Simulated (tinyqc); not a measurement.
Dose and depth of a threshold implant.

Inverse problem. A sheet of D acceptors per cm^2 lies at depth xi inside the depleted layer of a body doped Na. In the depletion approximation VT = Vfb + f2 + q D/Cox + gamma sqrt(f2 + Vsb - q D xi/(eps0 eps_r)), gamma = sqrt(2 eps0 eps_r q Na)/Cox, Cox = eps0 eox/tox. Find gamma, D and xi.

Inputs (values chosen for the exercise); band and dielectric values close to those of silicon:
- eps_r = 11.7 (relative permittivity)
- Na = 6e15 cm^-3 (acceptor density deep in the body)
- eox = 3.9 (relative permittivity of the gate insulator (close to silicon dioxide))
- tox = 3 nm (insulator thickness)
- Vfb = -0.58 V (flat-band voltage)
- f2 = 0.779 V (band bending 2 phiF at threshold)

Constants: q = 1.602176634e-19 C, eps0 = 8.8541878128e-14 F/cm where lengths are in cm. Results are converted to the units shown.

VT against the source at Vsb = 0 and 1.1 V (V): [0.39758022, 0.41749951]

Answer. With y^2 = f2 - q D xi/(eps0 eps_r) and d the difference of the thresholds over gamma, sqrt(y^2 + Vsb) - y = d gives y = (Vsb - d^2)/(2 d). The first threshold then gives D, and y^2 gives xi.

gamma = 0.0388 V^0.5
D = 1.20e12 cm^-2
xi = 6.30 nm

Numbers from tinyqc (`OMP_NUM_THREADS=1 python tinyqc.py 2080016 2080017 out.jsonl`; about 0.4 s on one thread of a shared Intel Xeon 2.30GHz).
